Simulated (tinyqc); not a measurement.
Changing the temperature T: regular and subregular solution with a miscibility gap. Computed by tinyqc, a small Python program. Command: `OMP_NUM_THREADS=1 python tinyqc.py 3004552 3004553 out.jsonl regsol sweep`. One thread of a shared host (Intel(R) Xeon(R) Processor @ 2.30GHz), about 0.01 s of CPU time with the checks.

Per mole of mixing sites: G(x) = x (1 - x) [L0 + L1 (1 - 2x)] + R T [x ln x + (1 - x) ln(1 - x)], x the fraction of B.

Inputs (values chosen for the exercise, for a model alloy):
```
quantity,value,unit
interaction L0,31.6,kJ/mol
size misfit eta = d ln a/dx,0.0071,-
asymmetry L1,2.7,kJ/mol
overall fraction x0,0.67,-
start value s0,0.01,-
```

Source of L0: given.

Constants: R = 8.314462618 J/(mol K).

Method:
- L0 and eta are given.
- The spinodal is G'' = 0, R T_s(x) = x (1 - x) [2 L0 + 6 L1 (1 - 2x)]; the critical point is its maximum.
- G' = L0 (1 - 2x) + L1 (1 - 6x + 6x^2) + R T ln[x/(1 - x)]; G'' = -2 L0 - 6 L1 (1 - 2x) + R T/[x (1 - x)].
- Solve G'' = 0 on each side of x_c.
- Common tangent: F1 = G'(x1) - G'(x2) = 0 and F2 = [G - x G'](x1) - [G - x G'](x2) = 0. Newton step: J = [[G''(x1), -G''(x2)], [-x1 G''(x1), x2 G''(x2)]], J dx = -F; a step that would leave 0 < x < 1 is halved until it stays inside. The start is x1 = s0, x2 = 1 - s0.
- Stop when the step is below 1e-12, or when x1 and x2 meet within 1e-5; residuals under 1e-7 are shown as 0.
- Inside the gap the B-rich phase has the fraction f = (x0 - x1)/(x2 - x1), and the gain is (1 - f) G(x1) + f G(x2) - G(x0); outside it one phase remains.

One run for each value:
```
temperature T (K),solubility limit x1,spinodal x_s1,spinodal x_s2,solubility limit x2,free energy of decomposition (J/mol)
725,0.00351,0.08610,0.86430,0.99116,-3002.4
887,0.01046,0.10912,0.83086,0.97728,-2236.3
1050,0.02324,0.13439,0.79533,0.95440,-1547.6
1210,0.04299,0.16187,0.75798,0.92186,-974.4
1370,0.07184,0.19295,0.71721,0.87757,-521.3
1530,0.11304,0.22937,0.67129,0.81851,-202.7
1690,0.17350,0.27490,0.61642,0.73797,-29.9
1850,0.27655,0.34252,0.53963,0.61285,0.0
```

Describe and explain the trends.

Over the rows, solubility limit x1 rises from 0.00351 to 0.277 (exponent d ln y / d ln x between 4.1 and 5.4); spinodal x_s1 rises from 0.0861 to 0.343 (exponent d ln y / d ln x 1.2 between the first rows and 2.4 between the last); spinodal x_s2 falls from 0.864 to 0.540 (exponent d ln y / d ln x -0.20 between the first rows and -1.5 between the last). An Arrhenius slope -R d ln x1/d(1/T) gives 36.0 kJ/mol between the first rows and 75.7 between the last; in the dilute limit it tends to L0 + L1. Left out: 2020 (T is above or too near T_c).

Extremes, crossings and ranges named in words are read from the listed rows.
